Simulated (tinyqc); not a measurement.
Worked calculation: two-node Weyl semimetal on a cubic lattice and its slab. Values are carried at full precision from step to step, so a last printed digit may differ when a step is redone from the rounded ones.

H = d.s with dx = t sin kx, dy = t sin ky, dz = m (2 - cos kx - cos ky) + M(kz), M = tz (cos k0 - cos kz), k in 1/a. Nodes at (0, 0, +/-k0). Berry curvature of the lower band along z: Omega = d.(dd/dkx x dd/dky)/(2|d|^3), in the sense curl of i<u|grad u>.

Inputs chosen for the exercise:
```
symbol  value            unit  meaning
t       1.45             eV    hopping in sx and sy
m       1.33             eV    mass term
tz      0.63             eV    hopping along z
k0      2.34             1/a   position of the nodes
k       (0, 0.54, 2.76)  1/a   wave vector
N       5                      layers of the small slab
ky      0.16             1/a
kz      1.15             1/a
```

## One k point

Form M, d, E = -/+ |d| and Omega.

M(kz) = 0.1465 eV

dx, dy, dz (eV): [0.0000, 0.7455, 0.3357]

|E| = 0.8176 eV
Omega = -0.1223 a^2

## The nodes

Near (0,0,+/-k0): d = (t qx, t qy, +/- tz sin(k0) qz). The chirality is the sign of the product of the three velocities. Each plane of fixed kz with -2m < M < 0 has Chern number -1 in the sense above, so the sum over planes gives sigma_xy of size (e^2/h) 2 k0/(2 pi a).

velocities at +k0 (eV a): [1.4500, 1.4500, 0.4526]

chirality: +k0 1, -k0 -1

|sigma_xy| = 0.7448 e^2/(h a)
M(0) = -1.0682 eV

## The slab at one surface momentum

Slab of N layers along x with hard walls: layer block t sin(ky) sy + (m (2 - cos ky) + M(kz)) sz, block to the next layer t sx/(2i) - m sz/2.

Fill in the matrix.

H (eV), rows 1+, 1-, 2+, 2-, 3+, 3-, 4+, 4-, 5+, 5- and columns alike:
```
[[0.6514, -0.2310i, -0.6650, -0.7250i, 0, 0, 0, 0, 0, 0],
 [0.2310i, -0.6514, -0.7250i, 0.6650, 0, 0, 0, 0, 0, 0],
 [-0.6650, 0.7250i, 0.6514, -0.2310i, -0.6650, -0.7250i, 0, 0, 0, 0],
 [0.7250i, 0.6650, 0.2310i, -0.6514, -0.7250i, 0.6650, 0, 0, 0, 0],
 [0, 0, -0.6650, 0.7250i, 0.6514, -0.2310i, -0.6650, -0.7250i, 0, 0],
 [0, 0, 0.7250i, 0.6650, 0.2310i, -0.6514, -0.7250i, 0.6650, 0, 0],
 [0, 0, 0, 0, -0.6650, 0.7250i, 0.6514, -0.2310i, -0.6650, -0.7250i],
 [0, 0, 0, 0, 0.7250i, 0.6650, 0.2310i, -0.6514, -0.7250i, 0.6650],
 [0, 0, 0, 0, 0, 0, -0.6650, 0.7250i, 0.6514, -0.2310i],
 [0, 0, 0, 0, 0, 0, 0.7250i, 0.6650, 0.2310i, -0.6514]]
```

## Levels and layer weights of the middle pair

Diagonalise; sum the weights over the two components of each layer.

levels (eV): [-1.9406, -1.7663, -1.4565, -1.0340, -0.2355, 0.2355, 1.0340, 1.4565, 1.7663, 1.9406]

weights, rows lower, upper; columns layer 1, layer 2, layer 3, layer 4, layer 5:
```
[[0.759, 0.165, 0.051, 0.015, 0.010],
 [0.010, 0.015, 0.051, 0.165, 0.759]]
```

The matrix belongs to ky = 0.16, kz = 1.15, where the mass m (1 - cos ky) + M(kz) is -0.6786 eV and t sin(ky) = 0.2310 eV. A negative mass binds arc states at -/+ t sin(ky) on opposite faces; here one outer layer holds 76 % and the other 1 %, and the overlap across the thin slab moves the level by +4.5 meV.

## Checks

- Omega from the formula against a plaquette of side 1e-4: both -0.1223.
- C of the plane kz = 0 against -1: both -1.00.

tinyqc: `OMP_NUM_THREADS=1 python tinyqc.py 1480412 1480413 out.jsonl`; about 0.2 s, one thread, shared Intel(R) Xeon(R) Processor @ 2.30GHz.
